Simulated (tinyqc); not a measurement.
Modulation-doped quantum well, Poisson-Schroedinger loop with local exchange and correlation: two steps of the calculation.

A well of width L centred at z = 0 between barriers Vb; effective-mass electrons, parabolic bands. The electrons come from donor sheets outside the mesh, a share fL of Ns on the left and the rest on the right, so the structure is neutral. Energies are counted from the band edge of the well, with U = 0 on the first node in the Hartree part.

Parameters, values chosen for the exercise; material values those of a made-up well: in-plane mass md = 0.047 m0; relative permittivity (all layers) eps_r = 15.4; mesh step hz = 1.2 nm; sheet density of electrons Ns = 3.3e11 cm^-2; share of the donors on the left side fL = 0.7; mixing factor a = 0.5.

Constants: q = 1.602176634e-19 C, hbar = 1.054571817e-34 J s, m0 = 9.1093837015e-31 kg, eps0 = 8.8541878128e-14 F/cm where lengths are in cm, hbar^2/(2 m0) = 0.0380998212 eV nm^2. Results are converted to the units shown.

Problem 1. Levels and probability densities. Tridiagonal Hamiltonian with psi = 0 one step beyond both ends: H_ii = C (1/m_(i-1/2) + 1/m_(i+1/2))/hz^2 + V0_i + U_i, H_(i,i+1) = -C/(m_(i+1/2) hz^2), C = hbar^2/(2 m0). The lowest 2 level(s) are kept, normalised to hz sum |psi|^2 = 1.

| node | fixed potential V0 (eV) | U after round 1 (1e-3 eV) |
|---|---|---|
| 1 | 0.31336000 | -0.2040232 |
| 2 | 0.30844000 | 1.2513920 |
| 3 | 0.30352000 | 2.6125665 |
| 4 | 0.29860000 | 3.7913218 |
| 5 | 0.29368000 | 4.6416608 |
| 6 | 0.01476000 | 5.2046138 |
| 7 | 0.00984000 | 6.1440025 |
| 8 | 0.00492000 | 6.9641892 |
| 9 | 0.00000000 | 7.5859852 |
| 10 | -0.00492000 | 7.9718000 |
| 11 | -0.00984000 | 8.1419902 |
| 12 | -0.01476000 | 8.1798131 |
| 13 | 0.25432000 | 8.6306248 |
| 14 | 0.24940000 | 8.7823512 |
| 15 | 0.24448000 | 8.5920138 |
| 16 | 0.23956000 | 8.2115147 |
| 17 | 0.23464000 | 7.7365900 |

mass on the intervals 1/2, 3/2, ... (mean of both at an interface) (m0): [0.0842, 0.0842, 0.0842, 0.0842, 0.0842, 0.06205, 0.0399, 0.0399, 0.0399, 0.0399, 0.0399, 0.0399, 0.06205, 0.0842, 0.0842, 0.0842, 0.0842, 0.0842]

Give: levels; |psi|^2 of E1; |psi|^2 of E2.

Solution 1.

levels (eV): E1 0.0543, E2 0.2066

| node | \|psi\|^2 of E1 (1/nm) | \|psi\|^2 of E2 (1/nm) |
|---|---|---|
| 1 | 0.0000 | 0.0003 |
| 2 | 0.0001 | 0.0018 |
| 3 | 0.0005 | 0.0065 |
| 4 | 0.0027 | 0.0208 |
| 5 | 0.0150 | 0.0633 |
| 6 | 0.0600 | 0.1482 |
| 7 | 0.0966 | 0.1313 |
| 8 | 0.1288 | 0.0555 |
| 9 | 0.1474 | 0.0016 |
| 10 | 0.1459 | 0.0283 |
| 11 | 0.1229 | 0.1052 |
| 12 | 0.0838 | 0.1434 |
| 13 | 0.0235 | 0.0750 |
| 14 | 0.0049 | 0.0326 |
| 15 | 0.0010 | 0.0137 |
| 16 | 0.0002 | 0.0050 |
| 17 | 0.0000 | 0.0011 |

Problem 2. Density, output potential and mixing. n_i = sum_k N_k |psi_k|^2 (converted to cm^-3). Hartree part by Gauss: on the interval after node i the enclosed sheet charge is S_i = fL Ns - hz sum_(j<=i) n_j, and U_(i+1) = U_i + q S_i hz/(eps0 eps_r) in eV, U_1 = 0. Added to it: V_xc = -(2 Ry/(pi al rs)) [1 + 0.7734 (rs/21) ln(1 + 21/rs)] (Hedin-Lundqvist), al = (4/(9 pi))^(1/3), rs = (3/(4 pi n))^(1/3)/aB, aB = 4 pi eps0 eps_r hbar^2/(md m0 q^2), Ry = q/(8 pi eps0 eps_r aB) in eV. Mixing: U(new) = U + a (U(out) - U).

| node | z (nm) | U after round 1 (1e-3 eV) | \|psi\|^2 of E1 (1/nm) | \|psi\|^2 of E2 (1/nm) |
|---|---|---|---|---|
| 1 | -9.6 | -0.2040232 | 0.00000965 | 0.00032758 |
| 2 | -8.4 | 1.2513920 | 0.00007697 | 0.00179225 |
| 3 | -7.2 | 2.6125665 | 0.00046528 | 0.00647353 |
| 4 | -6 | 3.7913218 | 0.00266825 | 0.02075430 |
| 5 | -4.8 | 4.6416608 | 0.01501216 | 0.06329257 |
| 6 | -3.6 | 5.2046138 | 0.05996174 | 0.14816516 |
| 7 | -2.4 | 6.1440025 | 0.09663865 | 0.13127612 |
| 8 | -1.2 | 6.9641892 | 0.12881348 | 0.05548884 |
| 9 | 0 | 7.5859852 | 0.14744975 | 0.00157028 |
| 10 | 1.2 | 7.9718000 | 0.14594849 | 0.02829148 |
| 11 | 2.4 | 8.1419902 | 0.12288694 | 0.10523174 |
| 12 | 3.6 | 8.1798131 | 0.08379531 | 0.14340076 |
| 13 | 4.8 | 8.6306248 | 0.02345957 | 0.07495271 |
| 14 | 6 | 8.7823512 | 0.00488667 | 0.03258134 |
| 15 | 7.2 | 8.5920138 | 0.00102417 | 0.01365497 |
| 16 | 8.4 | 8.2115147 | 0.00020578 | 0.00496788 |
| 17 | 9.6 | 7.7365900 | 0.00003048 | 0.00111183 |

N_k (cm^-2): E1 3.3e11, E2 1.7502153e-153

Wanted: n; U(out); U after round 2.

Solution 2.

| node | n (1e17 cm^-3) | U(out) (eV) | U after round 2 (eV) |
|---|---|---|---|
| 1 | 0.000 | -0.00042 | -0.00031 |
| 2 | 0.003 | 0.00249 | 0.00187 |
| 3 | 0.015 | 0.00520 | 0.00391 |
| 4 | 0.088 | 0.00755 | 0.00567 |
| 5 | 0.495 | 0.00925 | 0.00694 |
| 6 | 1.979 | 0.01036 | 0.00778 |
| 7 | 3.189 | 0.01224 | 0.00919 |
| 8 | 4.251 | 0.01388 | 0.01042 |
| 9 | 4.866 | 0.01512 | 0.01135 |
| 10 | 4.816 | 0.01588 | 0.01193 |
| 11 | 4.055 | 0.01621 | 0.01218 |
| 12 | 2.765 | 0.01628 | 0.01223 |
| 13 | 0.774 | 0.01717 | 0.01290 |
| 14 | 0.161 | 0.01747 | 0.01313 |
| 15 | 0.034 | 0.01708 | 0.01284 |
| 16 | 0.007 | 0.01632 | 0.01227 |
| 17 | 0.001 | 0.01537 | 0.01155 |

Program tinyqc, `OMP_NUM_THREADS=1 python tinyqc.py 2140020 2140021 out.jsonl`; Intel Xeon 2.30GHz, shared host, one thread, about 0.1 s.
